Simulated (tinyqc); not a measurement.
## Undoped symmetric double-gate MOSFET, analytic potential model: transfer curve and volume inversion

An undoped body of thickness ts between two equal insulators and tied gates; long channel, electrons only, n = ni exp((psi - V)/Vt) with V the quasi-Fermi potential (0 at the source, Vd at the drain), constant mobility, no quantisation. Across the body psi(x) = V - 2 Vt ln[(ts/(2 beta)) sqrt(q ni/(2 eps0 eps_r Vt)) cos(2 beta x/ts)], x from the centre. Q is the electron charge per area of the whole body.

ni = sqrt(Nc Nv) exp(-Eg/(2 Vt)), Eg in volts; r = eps_r tox/(eox ts); V0 = dphi + 2 Vt ln[(2/ts) sqrt(2 eps0 eps_r Vt/(q ni))]. beta (between 0 and pi/2) solves (Vg - V0 - V)/(2 Vt) = ln(beta) - ln(cos beta) + 2 r beta tan(beta). Q = 8 eps0 eps_r Vt beta tan(beta)/ts; I = mu (1/L)(4 eps0 eps_r/ts)(2 Vt)^2 [g(beta_s) - g(beta_d)] per width, g = beta tan(beta) - beta^2/2 + r beta^2 tan^2(beta), with beta_s at V = 0 and beta_d at V = Vd. The drop is psi(surface) - psi(centre) at the source end; C = dQs/dVg, Cg = 2 eps0 eox/tox; gm = dI/dVg.

Parameters, values chosen for the exercise; material values those of a made-up semiconductor:

| symbol | value | unit | meaning |
|---|---|---|---|
| T | 300 | K | temperature |
| Eg | 0.926 | eV | band gap |
| eps_r | 8.81 |  | relative permittivity of the semiconductor |
| Nc | 2.69e19 | cm^-3 | conduction-band density of states at T |
| Nv | 3.38e19 | cm^-3 | valence-band density of states at T |
| eox | 7.84 |  | relative permittivity of the gate insulator |
| tox | 5.1 | nm | insulator thickness |
| ts | 20 | nm | body thickness |
| dphi | -0.17 | V | gate work function less that of the intrinsic body |
| mu | 140 | cm^2/(V s) | channel mobility |
| L | 0.5 | um | gate length |
| Vd | 1 | V | drain voltage |

Constants: q = 1.602176634e-19 C, kB = 1.380649e-23 J/K, Vt = kB T/q, eps0 = 8.8541878128e-14 F/cm where lengths are in cm. Results are converted to the units shown.

Transfer curve and volume inversion:
```
Vg (V)  Qs (nC/cm^2)  drop (mV)      C/Cg  I (uA/um)  gm/I (1/V)
-0.13       7.568e-4   2.425e-4  1.075e-5   5.478e-6       38.68
-0.04        0.02459   0.007879  3.492e-4   1.780e-4       38.67
0.04          0.5366     0.1718  0.007534   0.003907       38.45
0.13           13.17      4.110    0.1452     0.1093       33.76
0.22           88.94      24.01    0.4590      1.231       20.23
0.31           226.4      49.22    0.6449      5.110       12.41
0.39           378.2      68.23    0.7407      11.84       8.941
0.48           568.4      85.36    0.8067      23.74       6.705
0.57           771.5      99.07    0.8483      40.60       5.321
```

The current rises from 5.48e-6 to 40.6 uA/um. In the first row gm/I is 38.7 1/V, within 0.01 % of 1/Vt: with no depletion charge the whole body follows the gate, and the swing is ideal. The drop between surface and centre goes from 2.4e-4 to 99.1 mV and passes Vt at Vg = 0.31 V among the rows; below that the density varies across the body by less than a factor of e (volume inversion). C reaches 0.85 of Cg in the last row. For Vg = 0.48 to 0.57 V the surface density at the source passes 0.3 Nc, where Boltzmann statistics fail.

Numbers from tinyqc (`OMP_NUM_THREADS=1 python tinyqc.py 2440085 2440086 out.jsonl`; about 0.01 s on one thread of a shared Intel Xeon 2.30GHz).
